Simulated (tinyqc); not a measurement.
Strain, valley repopulation and piezoresistance in a many-valley conduction band. Changing the stress X (tension positive). Computed by tinyqc, a small Python program. Command: `OMP_NUM_THREADS=1 python tinyqc.py 3003923 3003924 out.jsonl valleys sweep`. One thread of a shared host (Intel(R) Xeon(R) Processor @ 2.30GHz), about 0.05 s of CPU time with the checks.

Valleys are ellipsoids with mass m_l along the axis a and m_t across it, parabolic, with one constant relaxation time; strain shifts the valleys and leaves the masses alone. Currents are taken along [100], along the load, and along [010], across the load.

Inputs (values chosen for the exercise, for a model crystal):
```
quantity                               value    unit
longitudinal mass m_l                   1.01     m_0
transverse mass m_t                    0.241     m_0
shear deformation potential Xi_u          11      eV
dilation deformation potential Xi_d      1.1      eV
C11                                      163     GPa
C12                                     64.5     GPa
C44                                     79.3     GPa
electron density n                   4.3e+19  1/cm^3
relaxation time tau                      310      fs
temperature T                            150       K
```

Valley axes: <100> (6 valleys in 3 pairs). Load: uniaxial [100].

Constants: k_B = 8.617333262e-05 eV/K; m_0 = 9.1093837015e-31 kg; k_B = 1.380649e-23 J/K; hbar = 1.054571817e-34 J s; e = 1.602176634e-19 C.

Method:
- Compliances S11 = (C11 + C12)/((C11 - C12)(C11 + 2 C12)), S12 = -C12/((C11 - C12)(C11 + 2 C12)), S44 = 1/C44; stress sigma_ij = X n_i n_j for the unit vector n of the load; e_xx = S11 sigma_xx + S12 (sigma_yy + sigma_zz), e_xy = S44 sigma_xy/2 (tensor strain).
- Herring-Vogt shift of a valley with unit axis a: dE = Xi_d tr(e) + Xi_u a.e.a.
- Each of the 6 valleys holds n_v = N_v (2/sqrt(pi)) F_1/2((E_F - dE_v)/(k_B T)), N_v = 2 (m_d k_B T/(2 pi hbar^2))^(3/2), m_d = (m_l m_t^2)^(1/3); E_F solves sum n_v = n and is counted from the unstrained edge.
- F_j(eta) = int_0^infinity x^j/(1 + exp(x - eta)) dx, without a gamma-function factor. It is evaluated after integrating by parts.
- Integrals over x = E/(k_B T) use 160 Gauss-Legendre points in u = sqrt(x) from 0 to sqrt(max(eta, 0) + 32).
- Mobility tensor mu = e tau sum_v (n_v/n) [1/m_t + (1/m_l - 1/m_t) a a^T]; unstrained mu_0 = e tau (1/m_l + 2/m_t)/3; resistivity along d from the inverse tensor, rho_d = d.mu^-1.d/(n e), mobility along d = 1/(d.mu^-1.d); gauge pi_d = (rho_d/rho_0 - 1)/X.

One run for each value; columns: (1) stress X (tension positive) (MPa); (2) mobility along the first direction (cm^2/(V s)); (3) mobility along the second direction (cm^2/(V s)); (4) Fermi level E_F (meV); (5) splitting (highest minus lowest) (meV):
```
(1)     (2)   (3)     (4)    (5)
-2000   540  2262  -111.0  223.4
-1560   540  2262   -71.1  174.2
-1110   545  2260   -30.4  124.0
-667    693  2186     5.5   74.5
-222   1319  1873    25.2   24.8
222    2000  1532    32.4   24.8
667    2249  1408    28.1   74.5
1110   2262  1401    19.1  124.0
1560   2262  1401     9.7  174.2
2000   2262  1401     0.5  223.4
```

Describe and explain the trends.

Over the rows, mobility along the first direction (cm^2/(V s)) rises from 540 to 2260; mobility along the second direction (cm^2/(V s)) falls from 2260 to 1400; Fermi level E_F (meV) goes from -111 through a maximum among these rows, 32.4 at 222, to 0.478. The sign of the stress decides which valleys drop; electrons gather there, and each direction then sees the mix of light and heavy mass that those valleys present to it, until the upper valleys are empty.

Caution (rows -2000, -1560, -1110, 1110, 1560, 2000): strain near 1 % also warps the bands and changes masses and intervalley scattering, which this model leaves out.

Extremes, crossings and ranges named in words are read from the listed rows.
